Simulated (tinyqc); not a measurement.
Dopants and charged point defects at anneal temperature: Fermi-level effect, clustering and pairing: one step, computed by the program tinyqc.

Boltzmann statistics and full ionisation of active dopants. Energies are counted from the valence band; the defect (a vacancy or self-interstitial) has five charge states, with all degeneracy factors one.

Question. The host at the anneal temperature. E_g = E_g0 - alpha T^2/(T + beta). N_c = 2 M_c (2 pi m_e k_B T/h^2)^(3/2) and N_v = 2 (2 pi m_h k_B T/h^2)^(3/2), masses in units of m_0. n_i = sqrt(N_c N_v) exp(-E_g/2 k_B T); E_i = E_g/2 + (k_B T/2) ln(N_v/N_c).

Inputs (values chosen for the exercise, with bands modelled on silicon):
```
quantity,value,unit
gap at 0 K E_g0,1.19,eV
Varshni alpha,0.000475,eV/K
Varshni beta,643,K
electron mass m_e,0.339,m_0
valleys M_c,6,-
hole mass m_h,0.784,m_0
anneal temperature T,820,K
```

Dopant: donor. Second part: pairing with a mobile impurity.

Constants: m_0 = 9.1093837015e-31 kg; k_B = 1.380649e-23 J/K; h = 6.62607015e-34 J s; k_B = 8.617333262e-05 eV/K.

Give: E_g; k_B T; n_i; E_i; effective density of states N_b of the majority band.

Answer.

E_g = 0.9717 eV

k_B T = 0.07066 eV

n_i = 1.062e+17 cm^-3

E_i = 0.4670 eV

effective density of states N_b of the majority band = 1.343e+20 cm^-3
